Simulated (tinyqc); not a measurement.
Cluster expansion of a binary alloy: correlations, fit, cross-validation and ground states: one step, computed by the program tinyqc.

s = +1 for A and -1 for B. Energy per site E = J0 + J1 P(point) + sum over clusters of m V P, with P the mean product of spins; V > 0 on a pair favours unlike neighbours. Clusters per site m: pair 1 4, pair 2 3, pair 3 6, triplet 12; the triplet is two first-neighbour bonds closed by a second-neighbour bond. Formation energies are counted from the line between pure A and pure B, which removes J0 and J1.

Problem. Formation energies. Exact: X V with V = (V1, V2, V3, Vt). The data to fit add the noise amplitude times the normal numbers, standing for what the clusters leave out.

Inputs (values chosen for the exercise, for a model alloy):
```
quantity,value,unit
first-pair interaction V1,22.6,meV
second-pair interaction V2,-2.6,meV
third-pair interaction V3,3.2,meV
triplet interaction Vt,5.6,meV
noise amplitude,6.5,meV/site
```

Lattice: bcc.

X:
```
,pair 1,pair 2,pair 3,triplet
A,0.00000,0.00000,0.00000,0.00000
A3B D0_3,-4.00000,-3.00000,0.00000,-12.00000
A3B (001) layers,-4.00000,-1.00000,-4.00000,-4.00000
A2B C11_b,-5.33333,-1.33333,-5.33333,-5.33333
AB B2,-8.00000,0.00000,0.00000,0.00000
AB B32,-4.00000,-6.00000,0.00000,0.00000
A2B2 B11,-4.00000,-2.00000,-8.00000,0.00000
AB (110) layers,-4.00000,-4.00000,-8.00000,0.00000
AB2 C11_b,-5.33333,-1.33333,-5.33333,5.33333
AB3 D0_3,-4.00000,-3.00000,0.00000,12.00000
AB3 (001) layers,-4.00000,-1.00000,-4.00000,4.00000
B,0.00000,0.00000,0.00000,0.00000
```

standard normal numbers for the noise (0 for the pure ends): A 0.000, A3B D0_3 1.310, A3B (001) layers -0.448, A2B C11_b 0.956, AB B2 -0.525, AB B32 -2.068, A2B2 B11 -0.036, AB (110) layers 0.431, AB2 C11_b -0.722, AB3 D0_3 -1.120, AB3 (001) layers -0.771, B 0.000

Give: exact energies; data.

Solution.

exact energies (meV/site): A 0.0, A3B D0_3 -149.8, A3B (001) layers -123.0, A2B C11_b -164.0, AB B2 -180.8, AB B32 -74.8, A2B2 B11 -110.8, AB (110) layers -105.6, AB2 C11_b -104.3, AB3 D0_3 -15.4, AB3 (001) layers -78.2, B 0.0

data (meV/site): A 0.0, A3B D0_3 -141.3, A3B (001) layers -125.9, A2B C11_b -157.8, AB B2 -184.2, AB B32 -88.2, A2B2 B11 -111.0, AB (110) layers -102.8, AB2 C11_b -109.0, AB3 D0_3 -22.7, AB3 (001) layers -83.2, B 0.0
